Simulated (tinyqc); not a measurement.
Ion implantation: universal nuclear stopping, Lindhard-Scharff electronic stopping and a Gaussian range profile: one step, computed by the program tinyqc.

An ion slows by elastic collisions with screened nuclei and by friction with electrons; channelling is ignored and the target is uniform.

Problem. Tilt and screen. Depths scale with cos(tilt): R_p cos and dR_p cos (lateral straggle ignored); the screen stops like the target. Fraction in the substrate = (1/2) erfc((d - R_p cos)/(sqrt2 dR_p cos)); peak depth below the screen = R_p cos - d.

Inputs (values chosen for the exercise, modelled on silicon ions in silicon): tilt angle = 60 degrees; screen thickness d = 15 nm.

Follow-up: tilt and screen oxide.

projected range R_p = 29.27524 nm

straggle dR_p = 9.758401 nm

Give: fraction in the substrate; peak depth below the screen.

Solution.

fraction in the substrate = 0.4704

peak depth below the screen = -0.3624 nm

The peak lies inside the screen, so only the tail is implanted.
